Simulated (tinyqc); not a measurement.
# Ellipsometry and reflectance of a transparent film on an absorbing substrate: psi and Delta against the film thickness

Air (index 1), film, substrate with N2 = n2 - i k2; time factor exp(+i w t). q_j = sqrt(N_j^2 - sin^2 th), root with positive real part. Fresnel coefficients r_s = (q_a - q_b)/(q_a + q_b), r_p = (N_b^2 q_a - N_a^2 q_b)/(N_b^2 q_a + N_a^2 q_b). tan(Psi) exp(i Delta) = R_p/R_s, Delta taken from 0 to 360 degrees.

beta = 2 pi d q1/lam, X = exp(-2 i beta), R = (r01 + r12 X)/(1 + r01 r12 X) for p and s. The last column is the derivative of Delta.

Parameters, values chosen for the exercise; indices close to those of photoresist on silicon:
- lam = 405 nm (wavelength)
- th = 70 degrees (angle of incidence)
- n1 = 1.633 (index of the transparent film)
- n2 = 5.42 (index of the substrate)
- k2 = 0.329 (extinction coefficient of the substrate)

Psi and Delta against the film thickness:
```
d (nm)	Psi (degrees)	Delta (degrees)	|R_p|^2	|R_s|^2	dDelta/dd (degrees/nm)
0	19.30	175.5	0.09501	0.7744	-3.618
17	23.68	122.5	0.1441	0.7492	-2.433
33	30.57	93.03	0.2329	0.6675	-1.314
50	39.75	79.10	0.3162	0.4573	-0.3075
67	63.98	84.61	0.3602	0.08584	1.089
83	64.00	274.2	0.3592	0.08547	1.087
100	39.63	279.6	0.3133	0.4570	-0.3197
117	30.34	265.3	0.2287	0.6674	-1.343
133	23.42	235.2	0.1405	0.7492	-2.490
150	19.29	181.4	0.09482	0.7744	-3.625
```

Psi goes from 19.3 through a maximum of 64.0 (at d = 83 nm among the rows listed) to 19.3 degrees. The period is 151.6 nm, after which Psi and Delta return to the values of the bare substrate, so one angle and wavelength fix d only up to a multiple of it. The size of the slope of Delta runs from 0.308 to 3.62 degrees/nm among the rows; Delta is counted modulo 360 degrees, and sharper features can lie between the rows.

tinyqc, about 0.01 s, one thread, Intel Xeon 2.30GHz (shared host): `OMP_NUM_THREADS=1 python tinyqc.py 2870160 2870161 out.jsonl`
